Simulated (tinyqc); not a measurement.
## Strained Delta valleys, repopulation and conductivity mass: effect of the temperature

A cubic crystal with three pairs of conduction valleys along x, y and z under uniaxial stress X along [110] (X > 0 is tension); current along [-110]. Non-degenerate electrons, fixed total density, one relaxation time for all valleys and stresses, masses unchanged by strain, so the mobility goes as the mean inverse mass.

Stress s_ij = X a_i a_j with a the unit vector along [110]; strain e_ii = s11 s_ii + s12 (s_jj + s_kk), e_ij = s44 s_ij/2. Valley shift dE = Xu (n.e.n - trace(e)/3) with n the valley axis; share f proportional to exp(-dE/Vt). Inverse mass along the current d = [-110]: (n.d)^2/ml + (1 - (n.d)^2)/mt; mu/mu0 = sum f (1/m) over the plain mean of 1/m. pi is the small-stress slope -d(mu/mu0)/dX; each row is against the unstrained crystal at the same T.

Parameters, values chosen for the exercise; values close to those of silicon: compliance s11 = 7.9 1/TPa; compliance s12 = -2.16 1/TPa; compliance s44 = 12.3 1/TPa; shear deformation potential Xu = 8.68 eV; longitudinal mass ml = 0.95 m0; transverse mass mt = 0.189 m0; uniaxial stress (tension positive) X = -530 MPa.

Constants: q = 1.602176634e-19 C, kB = 1.380649e-23 J/K, Vt = kB T/q. Results are converted to the units shown.

Results:

| T (K) | splitting/Vt | mu/mu0 | pi (1e-11 1/Pa) |
|---|---|---|---|
| 77 | 3.487 | 0.8261 | -79.90 |
| 120 | 2.238 | 0.8455 | -51.27 |
| 180 | 1.492 | 0.8731 | -34.18 |
| 240 | 1.119 | 0.8946 | -25.63 |
| 300 | 0.8951 | 0.9105 | -20.51 |
| 460 | 0.5838 | 0.9370 | -13.37 |

Estimate the missing row, T = 380 K.

Computed row:

| T (K) | splitting/Vt | mu/mu0 | pi (1e-11 1/Pa) |
|---|---|---|---|
| 380 | 0.7067 | 0.9260 | -16.19 |

With this row back in the table: The ratio mu/mu0 rises from 0.826 to 0.937, and pi goes as 1/T, from -79.9 to -13.4.

Range of the model: Shear strain also changes the transverse masses of these valleys, which is left out.

Computed by the program tinyqc: `OMP_NUM_THREADS=1 python tinyqc.py 2530033 2530034 out.jsonl`, one thread of a shared Intel Xeon 2.30GHz, about 0.01 s for the whole run.
